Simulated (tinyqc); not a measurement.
From results back to parameters: effective work function and flat-band voltage of a metal/high-k/SiO2/Si stack with a dipole layer. Five cases, with inputs chosen for the exercise.

Problem. Three stacks with (t1, t2) = (8, 20), (30, 20) and (8, 60) angstrom have the flat-band voltages below. VFB = W0 - (chi + dEF) - 4 pi e2 [Q1 EOT + Q2 x2]/3.9 with x2 = t2 3.9/eps2, EOT = t1 + x2, e2 = e^2/4 pi eps0, 1 cm^-2 = 1e-16 angstrom^-2; W0 is the work function with the dipole step.

Constants: e^2/(4 pi eps0) = 14.39964547 eV angstrom.

Find: Q1; Q2; W0.

Method. The first two stacks differ in t1 alone and give Q1; the first and third give Q1 + Q2; W0 follows from any of them.

Case 1.

Values chosen (out of a larger set: a stack on Si capped with a titanium-like oxide; not measured data):
- chi = 4.054 eV (electron affinity of the channel)
- dEF = 0.473 eV (Ec - EF in the channel)
- eps = (3.9, 18.6) (their dielectric constants)

VFB (V): 0.0680547  0.0945942  0.1170867

Solution.

Q1 = -2.6e+11 e/cm^2
Q2 = -1.0e+12 e/cm^2
W0 = 4.561 eV

Case 2.

Values chosen (out of a larger set: a stack on Si capped with a titanium-like oxide; not measured data):
- chi = 4.051 eV (electron affinity of the channel)
- dEF = 0.893 eV (Ec - EF in the channel)
- eps = (3.9, 25.3) (their dielectric constants)

VFB (V): 0.2938025  0.2499103  0.2528918

Solution.

Q1 = 4.3e+11 e/cm^2
Q2 = 1.0e+12 e/cm^2
W0 = 5.274 eV

Case 3.

Values chosen (out of a larger set: a stack on Si capped with a lanthanum-like oxide; not measured data):
- chi = 4.046 eV (electron affinity of the channel)
- dEF = 0.317 eV (Ec - EF in the channel)
- eps = (3.9, 26.3) (their dielectric constants)

VFB (V): 0.1571692  0.0949034  0.1480872

Solution.

Q1 = 6.1e+11 e/cm^2
Q2 = -2.8e+11 e/cm^2
W0 = 4.547 eV

Case 4.

Values chosen (out of a larger set: a stack on Si capped with an aluminium-like oxide; not measured data):
- chi = 4.044 eV (electron affinity of the channel)
- dEF = 0.532 eV (Ec - EF in the channel)
- eps = (3.9, 16.7) (their dielectric constants)

VFB (V): 0.5604422  0.5502347  0.4867614

Solution.

Q1 = 1.0e+11 e/cm^2
Q2 = 1.6e+12 e/cm^2
W0 = 5.177 eV

Case 5.

Values chosen (out of a larger set: a stack on Si capped with a titanium-like oxide; not measured data):
- chi = 4.048 eV (electron affinity of the channel)
- dEF = 0.519 eV (Ec - EF in the channel)
- eps = (3.9, 23.9) (their dielectric constants)

VFB (V): -0.0617558  -0.0760464  -0.0611501

Solution.

Q1 = 1.4e+11 e/cm^2
Q2 = -1.6e+11 e/cm^2
W0 = 4.510 eV

Computed by tinyqc, one run a case: `OMP_NUM_THREADS=1 python tinyqc.py N N+1 out.jsonl` with N = 1850008, 1850027, 1850042, 1850064, 1850087; one thread of a shared Intel(R) Xeon(R) Processor @ 2.30GHz, about 0.01 s a run at most.
